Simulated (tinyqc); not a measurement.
# Velocity overshoot from momentum and energy balance equations after a field step, step by step

A worked calculation. Computed by tinyqc, a small Python program that keeps every step. Command: `OMP_NUM_THREADS=1 python tinyqc.py 3028632 3028633 out.jsonl overshoot walk`. One thread of a shared host (Intel(R) Xeon(R) Processor @ 2.30GHz), about 0.01 s of CPU time with the checks. Intermediate numbers are printed to about 7 digits and carried at full precision; extremes and crossings named in words are read from the listed rows.

At t = 0 the field jumps from 0 to F in a uniform sample. v is the drift velocity and u = w - (3/2) k_B T the excess energy per carrier.

Inputs (values chosen for the exercise, modelled on electrons in germanium except for tau_E):
```
quantity                      value        unit
effective mass m               0.11         m_0
low-field mobility mu_0        3800  cm^2/(V s)
saturation velocity v_s        0.63    1e7 cm/s
energy relaxation time tau_E   0.33          ps
field after the step F          8.9       kV/cm
lattice temperature T           300           K
time step dt                    6.7          fs
```

Scheme: explicit Euler.

Constants: m_0 = 9.1093837015e-31 kg; e = 1.602176634e-19 C; k_B = 8.617333262e-05 eV/K.

## Constants and steady state

dv/dt = e F/m - v/tau_m(u), du/dt = e F v - u/tau_E, tau_m(u) = tau_0/(1 + c u), tau_0 = m mu_0/e, c = mu_0/(e tau_E v_s^2); this choice gives the steady state v (1 + mu_0 F v/v_s^2) = mu_0 F, which saturates at v_s. Steady velocity v = 2 mu_0 F/(1 + sqrt(1 + 4 (mu_0 F/v_s)^2)); u = e F v tau_E; carrier temperature T + 2u/(3 k_B), neglecting the drift energy m v^2/2.

tau_0 = 237.6593 fs

c = 290.1273 1/eV

acceleration e F/m = 0.01423045 1e7 cm/s per fs

steady velocity = 0.5740485 1e7 cm/s

steady excess energy = 0.01685980 eV

steady carrier temperature = 430.4333 K

tau_E/tau_0 = 1.39, and in the steady state tau_m has shrunk to 40.3 fs.

## First four steps

dv/dt = e F/m - v/tau_m(u), du/dt = e F v - u/tau_E, tau_m(u) = tau_0/(1 + c u), tau_0 = m mu_0/e, c = mu_0/(e tau_E v_s^2); this choice gives the steady state v (1 + mu_0 F v/v_s^2) = mu_0 F, which saturates at v_s. Step: v_new = v + dt (e F/m - v/tau_m(u)), u_new = u + dt (e F v - u/tau_E). Start v = u = 0; the distance adds dt (v + v_new)/2.

Steps:
```
step  t (fs)  v (1e7 cm/s)        u (eV)  tau_m (fs)
1        6.7     0.0953440             0    237.6593
2       13.4     0.1880002  5.685365e-05    233.8028
3       20.1     0.2779567  1.678038e-04    226.6262
4       26.8     0.3650832  3.301425e-04    216.8853
```

After the first step u is still 0, below the drift energy m v^2/2, because the explicit scheme uses the old v: an error of the finite time step.

## The whole transient

Run to 8 times the larger of tau_E and tau_0, but at most 20001 steps, and stop early if |v| > 1000 v_s or u < -1/(2c); the run is accepted if the last v is within 0.5 % of the steady value.

Selected steps, the peak among them:
```
step        t (fs)  v (1e7 cm/s)      u (eV)  distance (nm)
1     6.700000e+00      0.095344  0.00000000   3.194025e-02
2     1.340000e+01      0.188000  0.00005685   1.268606e-01
3     2.010000e+01      0.277957  0.00016780   2.829561e-01
6     4.020000e+01      0.529843  0.00079798   1.099105e+00
9     6.030000e+01      0.747778  0.00181332   2.388978e+00
15    1.005000e+02      1.039190  0.00462978   6.051412e+00
20    1.340000e+02      1.111668  0.00727273   9.694049e+00
25    1.675000e+02      1.061790  0.00970912   1.335900e+01
39    2.613000e+02      0.774393  0.01400305   2.192426e+01
62    4.154000e+02      0.610802  0.01608152   3.221186e+01
99    6.633000e+02      0.579550  0.01671899   4.683095e+01
157   1.051900e+03      0.574463  0.01684896   6.921439e+01
249   1.668300e+03      0.574056  0.01685961   1.046049e+02
395   2.646500e+03      0.574048  0.01685980   1.607585e+02
```

peak velocity = 1.111668 1e7 cm/s

time of the peak = 134 fs

distance at the peak = 9.694049 nm

last relative deviation from the steady velocity = 2.031695e-08

peak over steady velocity = 1.936541

The velocity overshoots to 1.94 times its steady value: momentum follows the field within tau_m while the energy, and with it the scattering rate, builds up over tau_E. A channel shorter than a few times 9.7 nm would see this.

## Error of the time step

The peak velocity is recomputed with dt/2 and dt/4 and by an adaptive Runge-Kutta method (tolerance 1e-9).

Peak velocity:
```
step      v_peak (1e7 cm/s)  error (%)
dt                 1.111668   3.307708
dt/2               1.093278   1.598714
dt/4               1.084561   0.788648
adaptive           1.076075   0.000000
```

The explicit scheme puts the peak 3.31 % too high; halving dt divides the error by 2.07, as a first-order method should.

Checks made by the program: peak at dt/4 against the adaptive solution (relative difference 8e-03).
